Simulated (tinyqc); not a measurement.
Inside a calculation. Model: minimum-mode following (dimer method) and harmonic rate on a two-dimensional model surface. Computed by tinyqc, a small Python program that keeps every step. Command: `OMP_NUM_THREADS=1 python tinyqc.py 3030680 3030681 out.jsonl dimer walk`. One thread of a shared host (Intel(R) Xeon(R) Processor @ 2.30GHz), about 0.01 s of CPU time with the checks. Intermediate numbers are printed to about 6 digits and carried at full precision; extremes and crossings named in words are read from the listed rows.

V(x, y) = -A (cos kx + cos ky) - B cos kx cos ky + (C sin ky + S sin kx)(1 - cos kx), k = 2 pi/a; the atom hops from the minimum at (0, 0) to that at (a, 0).

Inputs (values chosen for the exercise, for a model surface):
```
quantity,value,unit
amplitude A,0.18,eV
amplitude B,-0.032,eV
skew C,0.019,eV
asymmetry S,0.029,eV
period a,3.5,angstrom
start as a fraction of the way from minimum to saddle,0.48,-
offset of the start in y,-0.053,angstrom
first angle of the dimer,0,degrees
half length delta,0.005,angstrom
step factor eta,0.79,angstrom^2/eV
mass M,48.6,u
temperature T,300,K
```

Surface: adatom on a square lattice.

Constants: nu for 1 eV/(angstrom^2 u) = 15.6333042 THz; k_B = 8.617333262e-05 eV/K.

## Stationary points

Newton steps x(new) = x - H^-1 grad V (moves limited to 0.3 angstrom) from (0, 0), (a, 0) and (a/2, 0) give the two minima and the saddle.

positions (angstrom):
```
,x,y
start,0.00000,0.00000
end,3.50000,0.00000
saddle,1.55614,-0.09675
```

energies (eV): start -0.328000, end -0.328000, saddle -0.024895

barrier from the start = 0.303105 eV

## Starting point

R0 = start minimum + fraction x (saddle - minimum) + (0, offset); in practice such a guess comes from a displaced minimum.

R at the start (angstrom): [0.746950, -0.099442]

phi at the start = 0 degrees

## Dimer step 1

Dimer at R with unit axis N = (cos phi, sin phi) and normal T = (-sin phi, cos phi). Gradients g at R +/- delta N and at R +/- delta T give H N and H T by central differences, (g+ - g-)/(2 delta). With C_N = N.H N, C_T = T.H T and b = T.H N, rotate by theta = (1/2) atan2(-2b, C_T - C_N), the angle of least curvature C = (C_N + C_T)/2 - sqrt((C_N - C_T)^2/4 + b^2). Translate along F = -g + 2 (g.N) N if C < 0, else along F = (g.N) N, with the new axis: R(new) = R + eta F, the move limited to 0.2 angstrom.

C_N, C_T, b (eV/angstrom^2): [0.098510, 0.556135, 0.040842]

rotation theta = -5.06027 degrees

phi after step 1 = -5.06027 degrees

least curvature C = 0.0948937 eV/angstrom^2

gradient g (eV/angstrom): [0.312209, -0.029137]

effective force F (eV/angstrom): [0.312340, -0.027657]

R after step 1 (angstrom): [0.946170, -0.117083]

The curvature is still positive, so the dimer climbs along its axis to leave the convex region.

## Dimer step 2

The formulas are those given above.

C_N, C_T, b (eV/angstrom^2): [-0.199882, 0.595081, -0.032294]

rotation theta = 2.32245 degrees

phi after step 2 = -2.73782 degrees

least curvature C = -0.201192 eV/angstrom^2

gradient g (eV/angstrom): [0.301456, -0.031338]

effective force F (eV/angstrom): [0.303071, 0.002430]

R after step 2 (angstrom): [1.14616, -0.11548]

The curvature is negative, so the force along the axis is inverted.

## All steps

R0 = start minimum + fraction x (saddle - minimum) + (0, offset). Stop when |g| is below 1e-5 eV/angstrom, after 150 steps at most.

Course of the dimer:
```
step,x (angstrom),y (angstrom),E above the start (eV),C (eV/angstrom^2),|g| (eV/angstrom)
1,0.74695,-0.099442,0.136220,0.094894,3.13565e-01
2,0.94617,-0.117083,0.198868,-0.201192,3.03080e-01
3,1.14616,-0.115479,0.253289,-0.456485,2.35760e-01
4,1.33230,-0.108928,0.288016,-0.592486,1.36134e-01
5,1.43970,-0.103306,0.299046,-0.614297,7.08227e-02
6,1.49555,-0.099976,0.302013,-0.609193,3.65226e-02
7,1.52435,-0.098264,0.302806,-0.602395,1.90251e-02
8,1.53936,-0.097442,0.303022,-0.597776,9.99923e-03
9,1.54725,-0.097061,0.303082,-0.595058,5.28523e-03
10,1.55142,-0.096889,0.303099,-0.593540,2.80274e-03
11,1.55363,-0.096812,0.303103,-0.592712,1.48902e-03
12,1.55481,-0.096778,0.303105,-0.592265,7.91878e-04
13,1.55543,-0.096764,0.303105,-0.592026,4.21367e-04
14,1.55577,-0.096758,0.303105,-0.591898,2.24285e-04
15,1.55594,-0.096755,0.303105,-0.591829,1.19403e-04
16,1.55604,-0.096755,0.303105,-0.591793,6.35732e-05
17,1.55609,-0.096754,0.303105,-0.591774,3.38499e-05
18,1.55611,-0.096754,0.303105,-0.591763,1.80242e-05
19,1.55613,-0.096754,0.303105,-0.591758,9.59765e-06
```

final position (angstrom): [1.55613, -0.09675]

steps = 19

final |g| = 9.59765e-06 eV/angstrom

Converged in 19 steps on the saddle found by Newton steps.

## Curvatures and frequencies

Diagonalise the Hessian at the start minimum and at the saddle; nu = 15.6333042 THz x sqrt(|lambda|/M).

Hessian at the minimum (eV/angstrom^2):
```
,1,2
1,0.476964,0.000000
2,0.000000,0.476964
```

Hessian at the saddle (eV/angstrom^2):
```
,1,2
1,-0.591600,0.014490
2,0.014490,0.687379
```

eigenvalues at the minimum (eV/angstrom^2): [0.476964, 0.476964]

eigenvalues at the saddle (eV/angstrom^2): [-0.591764, 0.687543]

frequencies at the minimum (THz): [1.54873, 1.54873]

frequencies at the saddle (the first is imaginary) (THz): [1.72507, 1.85944]

## Harmonic rate

Vineyard prefactor nu* = nu1 nu2 (minimum)/nu2 (saddle); k = nu* exp(-E_b/(k_B T)).

prefactor nu* = 1.28994 THz

rate k = 1.04381e+07 1/s

The stable mode of the saddle is stiffer than either mode of the minimum, which lowers the prefactor below both frequencies.

Checks made by the program: energy at the dimer end point against that of the Newton saddle (relative difference 3e-10).
